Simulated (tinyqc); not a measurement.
Swing of the coupled dose with resist thickness: standing waves and exposure in a photoresist film.

Normal incidence from air. Unexposed resist: N1 = n1 + i k1 with k1 = (A + B) lam/(4 pi), lam in micrometres. r01 = (1 - N1)/(1 + N1), t01 = 2/(1 + N1). Substrate Ns = ns + i ks: r12 = (N1 - Ns)/(N1 + Ns). With p = exp(2 pi i N1 d/lam), the field at depth z is E(z) = t01 [exp(2 pi i N1 z/lam) + r12 p^2 exp(-2 pi i N1 z/lam)]/(1 + r01 r12 p^2), the relative intensity I(z) = n1 |E(z)|^2 and the reflectance R = |(r01 + r12 p^2)/(1 + r01 r12 p^2)|^2.

Values chosen for the exercise (a resist on Si, indices near tabulated ones; not measured data):
- lam = 365 nm (vacuum wavelength)
- n1 = 1.691 (resist index)
- A = 0.64 1/micrometre (bleachable absorption (Dill A))
- B = 0.1 1/micrometre (fixed absorption (Dill B))
- d = 1199 nm (resist thickness)
- ns = 6.543 (substrate n)
- ks = 2.646 (substrate k)

The mean of I is taken over 800 depths; the relative dose to clear is taken as 1/(mean of I over the lowest period, 60 depths), scaled to 1 in the first row.

Swing:

| d (nm) | R | mean I | relative dose |
|---|---|---|---|
| 1199.0 | 0.2057 | 0.6600 | 1.000 |
| 1217.0 | 0.0947 | 0.7448 | 0.890 |
| 1235.0 | 0.0029 | 0.8142 | 0.825 |
| 1253.0 | 0.0478 | 0.7719 | 0.882 |
| 1270.9 | 0.1603 | 0.6746 | 1.017 |
| 1288.9 | 0.2214 | 0.6188 | 1.108 |
| 1306.9 | 0.1915 | 0.6355 | 1.076 |
| 1324.9 | 0.0876 | 0.7105 | 0.967 |
| 1342.9 | 0.0032 | 0.7705 | 0.903 |
| 1360.9 | 0.0443 | 0.7334 | 0.961 |
| 1378.9 | 0.1497 | 0.6471 | 1.098 |
| 1396.9 | 0.2071 | 0.5973 | 1.189 |
| 1414.8 | 0.1788 | 0.6123 | 1.159 |

What can be read from this table?

The period is 107.9 nm, six rows. The relative dose swings between 0.825 and 1.189, a ratio (max - min)/mean of 0.362, against the estimate 4 sqrt(|r01|^2 |r12|^2) exp(-(A + B) d) = 0.270 for the oscillating part alone; the ratio from the table also holds the slow rise from absorption, 15.9 % over two periods, so the two are not strictly comparable. The dose is least sensitive to thickness at an extremum; the lowest dose listed is at 1235.0 nm.

Program tinyqc; command `OMP_NUM_THREADS=1 python tinyqc.py 1651675 1651676 out.jsonl`; about 0.01 s on one thread of a shared Intel(R) Xeon(R) Processor @ 2.30GHz.
